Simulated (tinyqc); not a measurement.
From results back to parameters: heavy doping: gap narrowing, degeneracy and the minority density. Three cases, with inputs chosen for the exercise.

Problem. The minority density was computed from a hidden true narrowing dEg.

F_j(eta) = (1/Gamma(j + 1)) integral_0^infinity x^j dx/(1 + exp(x - eta)), which tends to exp(eta) for eta << 0.

Majority: N = Nc F_1/2(eta), eta the distance of EF beyond the majority band edge in kT. Degeneracy factor gam = F_1/2(eta)/exp(eta). ni0^2 = Nc Nv exp(-Eg/kT); product n p = ni0^2 gam exp(dEg/kT), dEg the true narrowing; apparent narrowing dEa = dEg + kT ln gam; minority density = n p/N.

Constants: kB = 8.617333262e-05 eV/K.

Case 1.

Values chosen (gap and densities of states near those of GaAs at this temperature; narrowing constants of the size fitted for Si, not for this material; not measured data): N = 1.3e+18 1/cm^3 (ionised donors, equal to the majority density); Eg = 1.35 eV (gap); Nc = 7.92e+17 1/cm^3 (conduction-band density of states); Nv = 1.73e+19 1/cm^3 (valence-band density of states); T = 450 K.

minority density = 15731.1 1/cm^3

Case 2.

Values chosen (gap and densities of states near those of Ge at this temperature; narrowing constants of the size fitted for Si, not for this material; not measured data): N = 4.7e+18 1/cm^3 (ionised donors, equal to the majority density); Eg = 0.59 eV (gap); Nc = 1.89e+19 1/cm^3 (conduction-band density of states); Nv = 9.05e+18 1/cm^3 (valence-band density of states); T = 450 K.

minority density = 4.12300e+13 1/cm^3

Case 3.

Values chosen (gap and densities of states near those of GaAs at this temperature; narrowing constants of the size fitted for Si, not for this material; not measured data): N = 1.7e+16 1/cm^3 (ionised donors, equal to the majority density); Eg = 1.406 eV (gap); Nc = 4.48e+17 1/cm^3 (conduction-band density of states); Nv = 1.02e+19 1/cm^3 (valence-band density of states); T = 300 K.

minority density = 0.000663501 1/cm^3

Find: dEa; gam; dEg.

Solution. dEa = kT ln(minority x N/ni0^2); gam follows from N alone, and dEg = dEa - kT ln gam.

Case 1.

dEa = 26.19 meV
gam = 0.5669
dEg = 48.20 meV

Case 2.

dEa = 59.10 meV
gam = 0.9161
dEg = 62.50 meV

Case 3.

dEa = 0.72 meV
gam = 0.9867
dEg = 1.07 meV

Computed by tinyqc, one run a case: `OMP_NUM_THREADS=1 python tinyqc.py N N+1 out.jsonl` with N = 1650093, 1650188, 1650330; one thread of a shared Intel(R) Xeon(R) Processor @ 2.30GHz, about 0.01 s a run at most.
